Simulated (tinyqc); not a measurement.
Capillary instabilities by surface diffusion: grooving and agglomeration of films, edge retraction, wire break-up and smoothing of roughness: one step, computed by the program tinyqc. Command: `OMP_NUM_THREADS=1 python tinyqc.py 3002425 3002426 out.jsonl dewet walk`. One thread of a shared host (Intel(R) Xeon(R) Processor @ 2.30GHz), about 0.01 s of CPU time with the checks.

Isotropic surface energy; shapes change by surface diffusion alone.

Problem. The Mullins constant. B = D_s nu gamma_s Omega^2/(k_B T), D_s = D0 exp(-Q/(k_B T)).

Inputs (values chosen for the exercise, of the order of those of a cobalt film): surface energy gamma_s = 2.28 J/m^2; atomic volume Omega = 11.1 angstrom^3; surface sites nu = 13 1/nm^2; prefactor D0 = 2.9e-05 m^2/s; activation energy Q = 1.67 eV; temperature T = 1027 K; time t = 40 s.

Constants: k_B = 8.617333262e-05 eV/K; k_B = 1.380649e-23 J/K.

Give: D_s; B; length (B t)^(1/4).

Solution.

D_s = 1.8503e-13 m^2/s

B = 47655 nm^4/s

length (B t)^(1/4) = 37.157 nm

Lengths grow as t^(1/4): doubling one takes 16 times as long, or roughly 190 K more.
